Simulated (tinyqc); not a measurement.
Thickness from two neighbouring fringes.

Problem. At normal incidence a transparent film with an index between those of air and substrate, taken as constant, has reflectance minima at 2 n1 d = (m + 1/2) lam (small phase shifts at the substrate neglected). Find d and the order m of the shorter wavelength.

Parameters, values chosen for the exercise: index of the transparent film n1 = 1.452.

wavelengths of two neighbouring reflectance minima (nm): 481  537.58824

Answer. Neighbouring orders differ by one: 2 n1 d (1/lam1 - 1/lam2) = 1.

d = 1.57e3 nm
m = 9

tinyqc, about 0.01 s, one thread, Intel Xeon 2.30GHz (shared host): `OMP_NUM_THREADS=1 python tinyqc.py 2870222 2870223 out.jsonl`
